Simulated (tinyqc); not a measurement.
The coupled modes against doping: free-carrier optics of a doped semiconductor (Drude model with one polar phonon).

eps(E) = ei [1 - Ep^2/(E^2 + i E Gam)] + (es - ei) wT^2/(wT^2 - E^2 - i E gT), with Ep^2 = 8 pi c (e^2/(4 pi eps0)) N/(m ei), c = hbar^2/2m0, N in 1/angstrom^3 (1e-24 per 1/cm^3); Gam = hbar/tau, tau = mu m m0/e with m0/e = 5.685630e-12 kg/C and mu in m^2/(V s). Energies in meV.

Constants: hbar^2/2m0 = 3.80998211 eV angstrom^2; e^2/(4 pi eps0) = 14.39964547 eV angstrom.

Values chosen for the exercise (mass and dielectric values near those of GaN; N and mu are free inputs; interband absorption and the rise of the mass with filling are left out; not measured data): m = 0.219 m0 (conductivity mass); ei = 5.5 (high-frequency dielectric constant); wT = 68 meV (TO phonon); es = 9.65 (static dielectric constant).

L-, L+ solve E^4 - (wL^2 + Ep^2) E^2 + Ep^2 wT^2 = 0, wL = wT sqrt(es/ei); damping left out; energies in meV.

Modes:

| N (1/cm^3) | Ep | L- | L+ | Ep sqrt(ei/es) |
|---|---|---|---|---|
| 2.0e+17 | 15.13 | 11.35 | 90.63 | 11.42 |
| 2.0e+18 | 47.85 | 33.81 | 96.22 | 36.12 |
| 4.0e+18 | 67.67 | 44.45 | 103.52 | 51.09 |
| 7.0e+18 | 89.52 | 52.68 | 115.55 | 67.58 |
| 1.0e+19 | 106.99 | 56.96 | 127.74 | 80.77 |
| 3.0e+19 | 185.32 | 64.38 | 195.73 | 139.90 |
| 7.0e+19 | 283.08 | 66.49 | 289.52 | 213.71 |
| 2.0e+20 | 478.49 | 67.48 | 482.19 | 361.23 |

Give the missing row, N (1/cm^3) = 7.0e+17.

Computed row:
```
N (1/cm^3)     Ep     L-     L+  Ep sqrt(ei/es)
7.0e+17     28.31  20.91  92.07           21.37
```

wL = 90.07 meV

At low density L- follows Ep sqrt(ei/es) (11.35 against 11.42), a plasmon screened by the lattice, and L+ starts at wL. At the highest density L- has come within 0.52 meV of wT, since the carriers screen the field that lifts wL, and L+ is within 3.71 meV of Ep. The branches are closest, 59.07 meV, at 4e+18 1/cm^3 of those listed. The mass is held fixed, while in a real band it rises with filling.

Computed by tinyqc, a small Python program: `OMP_NUM_THREADS=1 python tinyqc.py 1681293 1681294 out.jsonl` (the numbers bound the seed that draws the inputs); one thread of a shared host (Intel(R) Xeon(R) Processor @ 2.30GHz), about 0.01 s for the whole set of steps.
